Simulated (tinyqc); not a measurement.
Inside a calculation. Method: coherent transport through a tight-binding region between two chains. One step of it, computed by the program tinyqc.

Task: Transmission at E = -0.97 eV. Surface Green function g = (E - i sqrt(4 t^2 - E^2)) / (2 t^2); self-energy tc^2 g on each contact site; G = (E - H - Sigma)^(-1); Gamma = -2 Im Sigma; T = Gamma_L Gamma_R |G_LR|^2; local density of states -Im G_ii / pi.

H of the central region (eV):
```
           1          2
1   0.000000  -0.830000
2  -0.830000   0.000000
```

Leads: semi-infinite chains with site energy 0:
```
parameter                           value
lead hopping t (eV)              2.570000
coupling to the left lead (eV)   1.290000
coupling to the right lead (eV)  0.970000
left contact site                       1
right contact site                      2
```

E = -0.970000 eV

Give: g; G; local density of states; transmission.

Result:

g = -0.073-0.382i 1/eV

G (1/eV):
```
               1              2
1  -0.223-1.066i   0.161-0.918i
2   0.161-0.918i  -0.539-1.060i
```

local density of states (1/eV): 0.339  0.338

transmission = 0.793
